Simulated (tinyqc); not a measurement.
From results back to parameters: propagation of a band-gap error through k.p and effective-mass formulas. Three cases, with inputs chosen for the exercise.

Problem. A calculation returned the electron mass below. With 1/me = 1 + Ep (E + 2 Dso/3)/(E (E + Dso)) and the given Ep and Dso, which gap E did it have, and by what factor is exp(-E/2kT) off against the gap Eg?

Constants: kB = 8.617333262e-05 eV/K.
Find: X = 1/me - 1; E; log10 of the factor.
Method. X E^2 + (X Dso - Ep) E - (2/3) Ep Dso = 0 has one positive root; the factor is exp((Eg - E)/2kT).

Case 1.

Values chosen (reference values near those of InP, gap at low temperature; shifted at random, so the results belong to these values and not to a real crystal): Eg = 1.411 eV (gap at Gamma to the s-like level); Dso = 0.108 eV (spin-orbit splitting); Ep = 21 eV (Kane energy); T = 77 K (temperature).

me = 0.1202755 m0

Solution.

X = 1/me - 1 = 7.314
E = 2.836 eV
log10 of the factor = -46.63

Case 2.

Values chosen (reference values near those of InP, gap at low temperature; shifted at random, so the results belong to these values and not to a real crystal): Eg = 1.439 eV (gap at Gamma to the s-like level); Dso = 0.11 eV (spin-orbit splitting); Ep = 20.6 eV (Kane energy); T = 300 K (temperature).

me = 0.0764040 m0

Solution.

X = 1/me - 1 = 12.088
E = 1.669 eV
log10 of the factor = -1.93

Case 3.

Values chosen (reference values near those of GaAs, gap at low temperature; shifted at random, so the results belong to these values and not to a real crystal): Eg = 1.499 eV (gap at Gamma to the s-like level); Dso = 0.345 eV (spin-orbit splitting); Ep = 25.9 eV (Kane energy); T = 300 K (temperature).

me = 0.1304464 m0

Solution.

X = 1/me - 1 = 6.666
E = 3.777 eV
log10 of the factor = -19.13

Computed by tinyqc, one run a case: `OMP_NUM_THREADS=1 python tinyqc.py N N+1 out.jsonl` with N = 1850480, 1850482, 1850506; one thread of a shared Intel(R) Xeon(R) Processor @ 2.30GHz, about 0.01 s a run at most.
